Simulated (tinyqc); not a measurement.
# Band bending at a free surface with a continuum of surface states, surface photovoltage and Kelvin probe: several studies

n-type bulk, xi = Ec - EF = Vt ln(Nc/Nd), p0 = ni^2/Nd, ni = sqrt(Nc Nv) exp(-Eg/(2 Vt)), Eg in volts. b is the upward band bending, u = b/Vt. Space charge per area, in units of q: Qc = sign(b) sqrt((2 eps0 eps_r Vt/q) [(Nd + dn)(exp(-u) - 1) + Nd u + (p0 + dn)(exp(u) - 1)]), with dn the excess density under light (flat quasi-Fermi levels; 0 in the dark). The states hold -Ds (E0 - xi - b): negative while the Fermi level lies above the neutrality level. Neutrality: Qc + Qf + (charge of the states) = 0.

Inputs (values chosen for the exercise); band and dielectric values close to those of gallium nitride: temperature T = 300 K; band gap Eg = 3.46 eV; relative permittivity eps_r = 9.5; conduction-band density of states at T Nc = 2.29e18 cm^-3; valence-band density of states at T Nv = 4.66e19 cm^-3; electron affinity chi = 4.09 eV; donor density Nd = 3.2e15 cm^-3; fixed positive charge at the surface Qf = 0 cm^-2; work function of the probe tip pt = 4.5 eV; density of surface states Ds = 2.9e12 cm^-2 eV^-1; depth of their neutrality level below the conduction edge E0 = 0.33 eV.

Constants: q = 1.602176634e-19 C, kB = 1.380649e-23 J/K, Vt = kB T/q, eps0 = 8.8541878128e-14 F/cm where lengths are in cm. Results are converted to the units shown.

Each table varies one quantity; the others keep the values above.

## Photovoltage against injection

Under chopped light the surface charge keeps its dark value, so b falls to bL with Qc(bL, dn) = Qc(b, 0); the photovoltage is b - bL.

Photovoltage against injection:
```
dn (cm^-3)   bL (V)  photovoltage (mV)  share of b removed (%)
3.4e6        0.1388           5.872e-6                4.230e-6
4.2e7        0.1388           7.254e-5                5.225e-5
5.3e8        0.1388           9.153e-4                6.594e-4
6.6e9        0.1388            0.01139                0.008208
8.2e10       0.1387             0.1408                  0.1015
1e12         0.1372              1.621                   1.168
1.3e13       0.1255              13.34                   9.608
1.6e14      0.09321              45.60                   32.85
2e15        0.05066              88.15                   63.50
2.5e16      0.01849              120.3                   86.68
```

The photovoltage rises from 5.87e-6 to 120 mV, towards the full b = 139 mV. Its steepest rise is 38.8 mV a decade (Vt ln 10 = 59.5 mV), and it reaches 86.7 % of b in the last row: even strong light does not flatten the bands fully, so a saturation reading understates b. For dn = 2.5e16 the injection is high, and a Dember voltage, left out here, adds to the signal.

## Pinning by the surface states

Same model as above.

b solves the neutrality condition in the dark.

Result of one run:
```
Ds (cm^-2 eV^-1)      b (V)  xi + b (eV)  Qc (cm^-2)
2.4e10            0.0047657      0.17469    3.7273e9
```

What becomes of these results when the density of surface states Ds is changed from 2.4e10 to 1.4e12 cm^-2 eV^-1, all else the same?

Result of the changed run:
```
Ds (cm^-2 eV^-1)    b (V)  xi + b (eV)  Qc (cm^-2)
1.4e12            0.11987      0.28980   5.6280e10
```

The whole series:
```
Ds (cm^-2 eV^-1)      b (V)  xi + b (eV)  Qc (cm^-2)
2.4e10            0.0047657      0.17469    3.7273e9
6.7e10             0.013244      0.18317    9.8374e9
1.8e11             0.034245      0.20417   2.2649e10
5.1e11             0.077428      0.24736   4.2148e10
1.4e12              0.11987      0.28980   5.6280e10
3.9e12              0.14391      0.31384   6.3010e10
1.1e13              0.15410      0.32403   6.5662e10
2.9e13              0.15777      0.32770   6.6593e10
8.1e13              0.15924      0.32917   6.6961e10
```

b rises from 0.00477 to 0.159 V. The Fermi level moves towards E0 = 0.33 eV and is within 0.827 meV of it in the last row; it is half-way there at the Ds that solves Ds b = Qc(b) + Qf with b = (E0 - xi)/2, 5.39e11 cm^-2 eV^-1.

## Kelvin-probe contrast of the doping

Same model as above.

Work function chi + xi + b; contact potential difference CPD = (work function of the sample) - pt.

Kelvin-probe contrast of the doping:
```
Nd (cm^-3)  xi (eV)    b (V)  CPD (mV)
1.2e14       0.2548  0.07250    -82.69
4e14         0.2237   0.1002    -86.12
1.4e15       0.1913   0.1255    -93.21
4.8e15       0.1594   0.1439    -106.6
1.7e16       0.1268   0.1516    -131.7
5.8e16      0.09503   0.1429    -172.1
2e17        0.06303   0.1164    -230.6
```

xi falls by 192 mV over the table and the CPD by 148 mV; b goes from 0.0725 through a maximum of 0.152 (at Nd = 1.7e16 cm^-3 among the rows listed) to 0.116 V. Between the first two rows the CPD follows 11.0 % of the change of xi, and between the last two 183 %. It is below 100 % where b rises with the doping (pinning hides it). It exceeds 100 % where b falls as the doping rises.

Program tinyqc, `OMP_NUM_THREADS=1 python tinyqc.py 2430037 2430038 out.jsonl`; Intel Xeon 2.30GHz, shared host, one thread, about 0.01 s.
